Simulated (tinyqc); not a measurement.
What moves the results: deformation-potential model of the Delta valleys of a conduction band. A value that a table varies takes the place of the one given here.

Valleys with axes along x, y and z, each a pair at +k and -k. Herring-Vogt shift of a valley with unit axis a: dE = Xd tr(e) + Xu a.e.a. Non-degenerate shares n_i = exp(-dE_i/kT)/sum_j exp(-dE_j/kT). Inverse mass tensor of a valley: (1 - a a)/mt + a a/ml; the masses are taken as independent of strain.

s11 = (C11 + C12)/((C11 - C12)(C11 + 2 C12)), s12 = -C12/((C11 - C12)(C11 + 2 C12)), s44 = 1/C44; exx = s11 sxx + s12 (syy + szz) and cyclic, exy = s44 sxy/2; tension is positive. A uniaxial stress X along the unit vector n is s_ij = X n_i n_j.

Constants: kB = 8.617333262e-05 eV/K.

Inputs chosen for the exercise (near those of Si; the results hold for these values, not for the real material): ml = 0.901 m0 (longitudinal mass); mt = 0.184 m0 (transverse mass); Xd = 1.07 eV (dilation potential); Xu = 9.72 eV (uniaxial potential); C11 = 165.2 GPa; C12 = 64.3 GPa; C44 = 80.2 GPa; load = uniaxial [110] (kind of stress); T = 400 K (temperature); X1 = 0.7 GPa (size of the stress); X = -1.2 GPa (stress).

## Sweep of a uniaxial [110] stress

m_c = 1/(u.M.u) along [001] with M = sum_i n_i (inverse mass tensor); gain against zero stress at a fixed scattering time.

Results:

| X (GPa) | spread (meV) | lowest edge (meV) | n x | n y | n z | m_c (m0) | gain (%) |
|---|---|---|---|---|---|---|---|
| -1.00 | 48.2 | -30.7 | 0.445 | 0.445 | 0.110 | 0.2017 | 24.2 |
| -0.50 | 24.1 | -15.4 | 0.400 | 0.400 | 0.199 | 0.2186 | 14.5 |
| -0.20 | 9.6 | -6.1 | 0.363 | 0.363 | 0.274 | 0.2354 | 6.4 |
| 0.00 | 0.0 | 0.0 | 0.333 | 0.333 | 0.333 | 0.2504 | 0.0 |
| 0.20 | 9.6 | -3.5 | 0.301 | 0.301 | 0.398 | 0.2693 | -7.0 |
| 0.50 | 24.1 | -8.7 | 0.249 | 0.249 | 0.501 | 0.3062 | -18.2 |
| 1.00 | 48.2 | -17.4 | 0.165 | 0.165 | 0.669 | 0.3936 | -36.4 |

What does this show?

Along [001] the gain is +24.2 % at -1.00 GPa and -36.4 % at 1.00 GPa. The slope at zero stress (from +/- 0.001 GPa), -33.6 % per GPa, carried to the ends would give +34 and -34 %; the response is lopsided, at one end still at or above the line; it saturates once the spread passes a few kT (kT = 34.5 meV, spread up to 48 meV).

## Gain for each load and current direction

Each load has the size X1. Gain m_c(0)/m_c - 1 in per cent from repopulation alone, m_c = 1/(u.M.u), M = sum_i n_i (inverse mass tensor); biaxial means sxx = syy.

Gain (%); + is tension, - compression:

| load | [100] | [010] | [001] | [110] | [1-10] | [111] |
|---|---|---|---|---|---|---|
| uniaxial [110] (+) | 12.9 | 12.9 | -25.7 | 12.9 | 12.9 | 0.0 |
| uniaxial [110] (-) | -9.5 | -9.5 | 19.0 | -9.5 | -9.5 | 0.0 |
| uniaxial [100] (+) | 29.0 | -14.5 | -14.5 | 7.2 | 7.2 | 0.0 |
| uniaxial [100] (-) | -48.3 | 24.2 | 24.2 | -12.1 | -12.1 | 0.0 |
| uniaxial [111] (+) | 0.0 | 0.0 | 0.0 | 0.0 | 0.0 | 0.0 |
| uniaxial [111] (-) | 0.0 | 0.0 | 0.0 | 0.0 | 0.0 | 0.0 |
| biaxial (001) (+) | 24.2 | 24.2 | -48.3 | 24.2 | 24.2 | 0.0 |
| biaxial (001) (-) | -14.5 | -14.5 | 29.0 | -14.5 | -14.5 | 0.0 |

How do the results move?

The largest gain is +29.0 %, for uniaxial [100] (+) with the current along [100] and biaxial (001) (-) with the current along [001]; for a [110] channel it is +24.2 %, under biaxial (001) (+). No gain or loss appears under uniaxial [111]: the valleys stay equivalent (in real silicon shear also changes the masses, which this model leaves out).

## Temperature and repopulation

The load is fixed; m_c along [001] as 1/(u.M.u).

Results:

| T (K) | kT (meV) | n x | n y | n z | m_c (m0) |
|---|---|---|---|---|---|
| 50 | 4.31 | 0.500 | 0.500 | 0.000 | 0.1840 |
| 77 | 6.64 | 0.500 | 0.500 | 0.000 | 0.1840 |
| 150 | 12.93 | 0.497 | 0.497 | 0.006 | 0.1848 |
| 225 | 19.39 | 0.488 | 0.488 | 0.025 | 0.1877 |
| 300 | 25.85 | 0.475 | 0.475 | 0.051 | 0.1917 |
| 400 | 34.47 | 0.457 | 0.457 | 0.085 | 0.1974 |
| 500 | 43.09 | 0.442 | 0.442 | 0.116 | 0.2026 |

What can be read from the table?

The largest share falls from 0.500 at 50 K to 0.442 at 500 K (equal shares: 0.333); m_c goes from 0.1840 to 0.2026, against 0.2504 without stress. Only spread/kT enters, so the small-stress response goes as 1/T.

## What each parameter does

Spread of the valley edges, lowest edge, largest share and m_c along [001]. Each row changes one parameter from the base and keeps the others.

Results:

| case | spread (meV) | lowest edge (meV) | largest share | m_c (m0) |
|---|---|---|---|---|
| base | 57.80 | -36.87 | 0.4573 | 0.1974 |
| ml = 1.081 m0 | 57.80 | -36.87 | 0.4573 | 0.1980 |
| mt = 0.147 m0 | 57.80 | -36.87 | 0.4573 | 0.1583 |
| Xd = 1.284 eV | 57.80 | -37.74 | 0.4573 | 0.1974 |
| Xu = 11.664 eV | 69.36 | -43.37 | 0.4687 | 0.1937 |
| C11 = 132.16 GPa | 85.94 | -48.48 | 0.4802 | 0.1900 |
| C12 = 77.16 GPa | 66.24 | -38.27 | 0.4659 | 0.1946 |
| C44 = 96.24 GPa | 57.80 | -36.87 | 0.4573 | 0.1974 |
| X = -0.96 GPa | 46.24 | -29.50 | 0.4422 | 0.2026 |
| T = 320 K | 57.80 | -36.87 | 0.4710 | 0.1929 |

How do the results move?

The largest shifts from the base row, up to three for each result and ties (the steps differ in size, so this ranks the rows, not the parameters). spread (meV): C11 +28.14, X -11.56, Xu +11.56; unchanged at the printed digits by ml, mt, Xd, C44 and T. lowest edge (meV): C11 -11.61, X +7.37, Xu -6.50; unchanged at the printed digits by ml, mt, C44 and T. largest share: C11 +0.0229, X -0.0151, T +0.0138; unchanged at the printed digits by ml, mt, Xd and C44. m_c (m0): mt -0.0391, C11 -0.0074, X +0.0052; unchanged at the printed digits by Xd and C44. Xd moves all valleys together, so it shifts the edge and nothing else.

Program tinyqc; command `OMP_NUM_THREADS=1 python tinyqc.py 1080803 1080804 out.jsonl`; about 0.02 s on one thread of a shared Intel(R) Xeon(R) Processor @ 2.30GHz.
